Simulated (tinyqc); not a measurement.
Inside a calculation. Method: coupled-perturbed Hartree-Fock on RHF in the sto-6g basis, for H2, spin multiplicity 1. One step of it, computed by the program tinyqc.

Problem. Iteration 3 (converged): orbitals. Diagonalise F' = X^T F X, C = X C', fill 1 alpha and 1 beta electrons from the bottom; D = 2 C_occ C_occ^T. Each column has its largest component positive (the first on a tie).

converged F (hartree):
```
           1H 1s      2H 1s
1H 1s  -0.252329  -0.479847
2H 1s  -0.479847  -0.252329
```

X:
```
               1         2
1H 1s   0.997917  0.577753
2H 1s  -0.997917  0.577753
```

Give: F' = X^T F X; orbital energies; coefficients C; D after iteration 3.

Solution.

F' = X^T F X (hartree):
```
        1        2
1  0.4531   0.0000
2  0.0000  -0.4888
```

orbital energies (hartree): MO1 -0.4888, MO2 0.4531

coefficients C:
```
          MO1      MO2
1H 1s  0.5778   0.9979
2H 1s  0.5778  -0.9979
```

D after iteration 3:
```
        1H 1s   2H 1s
1H 1s  0.6676  0.6676
2H 1s  0.6676  0.6676
```
